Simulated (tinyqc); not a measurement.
# Worked calculation: MOS capacitor on a p-type substrate, surface potential from the exact charge relation

Computed by the program tinyqc: `OMP_NUM_THREADS=1 python tinyqc.py 2060027 2060028 out.jsonl`, one thread of a shared Intel Xeon 2.30GHz, about 0.01 s for the whole run. Printed values are rounded.

Uniform p-type substrate, Boltzmann statistics, full ionisation, classical densities. psi is the surface potential against the body (positive when the bands bend down) and u = psi/Vt. Traps are spread evenly over the gap and neutral at flat band, so their charge is -q Dit psi; the minority quasi-Fermi level is shifted by Vb.

Parameters, values chosen for the exercise; band and dielectric values close to those of silicon:
```
symbol,value,unit,meaning
T,300,K,temperature
Eg,1.14,eV,band gap
eps_r,11.8,,relative permittivity
Nc,2.78e19,cm^-3,conduction-band density of states at T
Nv,2.7e19,cm^-3,valence-band density of states at T
chi,4.1,eV,electron affinity
N,1.2e17,cm^-3,acceptor density of the substrate
eox,7.44,,relative permittivity of the gate insulator (close to silicon nitride)
tox,32,nm,insulator thickness
phiM,5,eV,gate work function
Nf,0,cm^-2,"fixed charge at the interface, in units of q"
Dit,0,cm^-2 eV^-1,density of interface traps
Vb,0,V,reverse bias of the inversion layer against the body
Vg,1.93,V,gate voltage against the body
```

Constants: q = 1.602176634e-19 C, kB = 1.380649e-23 J/K, Vt = kB T/q, eps0 = 8.8541878128e-14 F/cm where lengths are in cm. Results are converted to the units shown.

## Flat band, threshold and scales

ni = sqrt(Nc Nv) exp(-Eg/(2 Vt)), Eg in volts; phiF = Vt ln(N/ni); Cox = eps0 eox/tox; Vfb = phiM - chi - (Eg - Vt ln(Nv/N)) - q Nf/Cox; Q0 = sqrt(2 eps0 eps_r q N Vt); r = (ni/N)^2 exp(-Vb/Vt); VT = Vfb + [(2 phiF + Vb)(1 + q Dit/Cox) + sqrt(2 eps0 eps_r q N (2 phiF + Vb))/Cox].

ni = 7.27991e9 cm^-3
phiF = 0.429606 V
Cox = 0.205860 uF/cm^2
Vfb = -0.0999830 V
Q0 = 32.2273 nC/cm^2
r = 3.68035e-15
VT = 1.66174 V

## Starting value

psi = Vg - Vfb, limited to the range from -4 Vt to +(2 phiF + Vb + 4 Vt).

psi at the start = 0.962619 V

## Iteration 1: Newton step for the surface potential

u = psi/Vt; F^2 = exp(-u) + u - 1 + r (exp(u) - u - 1); Qs = -sign(u) Q0 F; Cs = -dQs/dpsi = (Q0/Vt) |1 - exp(-u) + r (exp(u) - 1)|/(2 F). f = Vfb + psi + (q Dit psi - Qs)/Cox - Vg, f' = 1 + (Cs + q Dit)/Cox, psi(new) = psi - f/f'.

u = 37.2358
F = 9.53068
Qs = -307.148 nC/cm^2
Cs = 3.63610 uF/cm^2
f = 0.424659 V
f' = 18.6630
psi after iteration 1 = 0.939865 V

## Iteration 2: Newton step for the surface potential

As before.

u = 36.3556
F = 7.61565
Qs = -245.432 nC/cm^2
Cs = 1.93502 uF/cm^2
f = 0.102108 V
f' = 10.3997
psi after iteration 2 = 0.930047 V

## Course of the Newton iteration

Stop when the step is below 1e-10 V, or after 60 iterations.

Course of the iteration:
```
iteration  psi before the step (V)    f (V)  step (V)
1                         0.962619    0.425   -0.0228
2                         0.939865    0.102  -9.82e-3
3                         0.930047   0.0122  -1.51e-3
4                         0.928533  2.38e-4  -3.09e-5
5                         0.928502  9.65e-8  -1.25e-8
6                         0.928502  < 1e-13   < 1e-14
```

Converged in 6 iterations.

## Charges, field and capacitances at the solution

converged psi = 0.928502 V

u = psi/Vt; F^2 = exp(-u) + u - 1 + r (exp(u) - u - 1); Qs = -sign(u) Q0 F; Cs = -dQs/dpsi = (Q0/Vt) |1 - exp(-u) + r (exp(u) - 1)|/(2 F). Low frequency: 1/C_LF = 1/Cox + 1/(Cs + q Dit). High frequency, in the simple estimate in which traps and minority carriers do not follow: 1/C_HF = 1/Cox + 1/Cd, Cd being Cs with r = 0 at the same psi. Minority sheet density N_inv = (Q0/(2 q)) int_0^u r (exp(t) - 1)/F(t) dt for u > 0. Oxide field |Qs - q Dit psi + q Nf|/(eps0 eox).

Qs = -226.751 nC/cm^2
N_inv = 2.29944e11 cm^-2
oxide field = 0.344213 MV/cm
Cs = 1.38101 uF/cm^2
C_LF/Cox = 0.870273
C_HF/Cox = 0.338802

The surface is in strong inversion (borders at |psi| = 0, phiF + Vb and 2 phiF + Vb = 0.859 V). Minority carriers make up 16.2 % of Qs.
